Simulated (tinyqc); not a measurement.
p-n diode with diffusion and depletion-layer recombination: one step of the calculation.

Abrupt junction in the depletion approximation, low injection, full ionisation, neutral widths fixed, ohmic contact on the p side. Vj is the junction voltage; where a series resistance Rs is given, V = Vj + J Rs is the terminal voltage.

Question. Recombination in the depleted layer. ni = sqrt(Nc Nv) exp(-Eg/(2 Vt)), Eg in volts. Vbi = Vt ln(Na Nd/ni^2), W = sqrt(2 eps0 eps_r (Vbi - Vj)(1/Na + 1/Nd)/q), xp = W Nd/(Na + Nd), xn = W Na/(Na + Nd); u(x) = q Na (x + xp)^2/(2 eps0 eps_r) for x < 0 and Vbi - Vj - q Nd (xn - x)^2/(2 eps0 eps_r) for x > 0; p = Na exp(-u/Vt), n = Nd exp((u - Vbi + Vj)/Vt); U = ni^2 (exp(Vj/Vt) - 1)/(tp (n + ni exp(Et/Vt)) + tn (p + ni exp(-Et/Vt))); J_scr = q times the integral of U from -xp to xn. Trapezoid rule on 13 equal steps.

Inputs (values chosen for the exercise); band and dielectric values close to those of silicon: temperature T = 300 K; band gap Eg = 1.11 eV; relative permittivity eps_r = 11.6; conduction-band density of states at T Nc = 2.84e19 cm^-3; valence-band density of states at T Nv = 2.62e19 cm^-3; acceptor density Na = 1.2e16 cm^-3; donor density Nd = 6.3e17 cm^-3; electron lifetime tn = 3e-9 s; hole lifetime tp = 2e-9 s; trap level above the intrinsic level Et = 0 eV; junction voltage at which recombination is evaluated Vj = 0.33 V.

Constants: q = 1.602176634e-19 C, kB = 1.380649e-23 J/K, Vt = kB T/q, eps0 = 8.8541878128e-14 F/cm where lengths are in cm. Results are converted to the units shown.

Find: W; x; u; n; p; U; J_scr.

Answer.

W = 229.27 nm

| point | x (nm) | u (V) | n (cm^-3) | p (cm^-3) | U (cm^-3 s^-1) |
|---|---|---|---|---|---|
| 0 | -224.98 | 0.00000 | 4.8867e9 | 1.2000e16 | 1.6289e18 |
| 1 | -207.35 | 0.00291 | 5.4691e9 | 1.0722e16 | 1.8230e18 |
| 2 | -189.71 | 0.01164 | 7.6671e9 | 7.6483e15 | 2.5557e18 |
| 3 | -172.07 | 0.02620 | 1.3463e10 | 4.3556e15 | 4.4877e18 |
| 4 | -154.44 | 0.04658 | 2.9613e10 | 1.9802e15 | 9.8708e18 |
| 5 | -136.80 | 0.07278 | 8.1587e10 | 7.1875e14 | 2.7193e19 |
| 6 | -119.17 | 0.10480 | 2.8156e11 | 2.0827e14 | 9.3758e19 |
| 7 | -101.53 | 0.14264 | 1.2171e12 | 4.8181e13 | 3.9880e20 |
| 8 | -83.89 | 0.18631 | 6.5900e12 | 8.8984e12 | 1.4682e21 |
| 9 | -66.26 | 0.23580 | 4.4695e13 | 1.3120e12 | 6.2791e20 |
| 10 | -48.62 | 0.29111 | 3.7969e14 | 1.5444e11 | 7.7167e19 |
| 11 | -30.99 | 0.35224 | 4.0404e15 | 1.4514e10 | 7.2567e18 |
| 12 | -13.35 | 0.41920 | 5.3854e16 | 1.0889e9 | 5.4444e17 |
| 13 | 4.29 | 0.48278 | 6.3000e17 | 9.3080e7 | 4.6540e16 |

J_scr = 7.6868e-4 A/cm^2

Program tinyqc, `OMP_NUM_THREADS=1 python tinyqc.py 2260010 2260011 out.jsonl`; Intel Xeon 2.30GHz, shared host, one thread, about 0.01 s.
